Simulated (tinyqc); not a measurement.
# A tight-binding chain with uneven site energies, recursive Green functions: several studies

The device has N = 5 slices of 1 site(s), nearest-neighbour hopping -t, and site energies U; the leads are semi-infinite continuations with site energy 0. V = <i+1|H|i> = -t 1.

Parameters, values chosen for the exercise:

| symbol | value | unit | meaning |
|---|---|---|---|
| t | 1 | eV | hopping (matrix element -t) |
| U | [0.7, 0.3, 2.47, -0.13, 0.2] | eV | site energies, slice by slice |
| E | -0.28 | eV | energy |

Each table varies one quantity; the others keep the values above.

## The device repeated

Sigma = t^2 g(E), g(x) = (x - i sqrt(4 t^2 - x^2))/(2 t^2) for |x| < 2 t and (x - sign(x) sqrt(x^2 - 4 t^2))/(2 t^2) otherwise; Gamma = i (Sigma - Sigma^dagger); both leads give the same. Forward pass: g_1 = (E - H_1 - Sigma)^(-1), g_i = (E - H_i - V g_(i-1) V^dagger)^(-1), with Sigma also subtracted on the last slice; G_(i,1) = g_i V G_(i-1,1), starting from g_1. H_i is the block of slice i, its site energy. T(E) = Tr[Gamma G_(N,1) Gamma G_(N,1)^dagger]. The list U is repeated k times, so the device has k N slices.

The device repeated:
```
k,T(E),ln T(E)
1,0.4826,-0.7286
2,0.1128,-2.182
3,0.02269,-3.786
4,0.004441,-5.417
5,8.647e-4,-7.053
6,1.682e-4,-8.691
8,6.357e-6,-11.97
10,2.403e-7,-15.24
12,9.086e-9,-18.52
```

What does the table show?

T(E) falls from 0.483 to 9.09e-9; over the last rows ln T(E) drops by a steady 1.64 a repeat: the energy lies in a gap of the periodic structure that the repeats form, with a decay length of 6.11 slices for the amplitude.

## Effect of the strength of the potential

Same model as above.

All U are multiplied by the factor sc.

Effect of the strength of the potential:
```
sc,T(E),"reflection, modes - T(E)"
0,1.000,0
0.25,0.8844,0.1156
0.5,0.6962,0.3038
0.75,0.5602,0.4398
1,0.4826,0.5174
1.25,0.4409,0.5591
1.5,0.4021,0.5979
1.75,0.3239,0.6761
2,0.2077,0.7923
```

T(E) falls from 1.00 to 0.208. At sc = 0 the device equals the leads and transmits all 1 open mode(s). Between the first two non-zero rows the reflection goes as sc^(1.39); the sc^2 of weak scattering holds only at smaller sc than these rows.

## Transmission against energy

Same model as above.

Transmission against energy:
```
E (eV),open modes,T(E),T(E) per open mode
-1.9,1,0.004968,0.004968
-1.58,1,0.05663,0.05663
-1.27,1,0.2008,0.2008
-0.95,1,0.4320,0.4320
-0.63,1,0.5938,0.5938
-0.32,1,0.5042,0.5042
0,1,0.3423,0.3423
0.32,1,0.2439,0.2439
0.63,1,0.1985,0.1985
0.95,1,0.1842,0.1842
1.27,1,0.1963,0.1963
1.58,1,0.2378,0.2378
1.9,1,0.3094,0.3094
```

T(E) lies between 0.00497 (E = -1.9 eV) and 0.594 (E = -0.63 eV) in these rows. The leads offer 1 open mode(s), of which the mean share 0.27 is transmitted.

Computed by the program tinyqc: `OMP_NUM_THREADS=1 python tinyqc.py 2660123 2660124 out.jsonl`, one thread of a shared Intel Xeon 2.30GHz, about 0.02 s for the whole run.
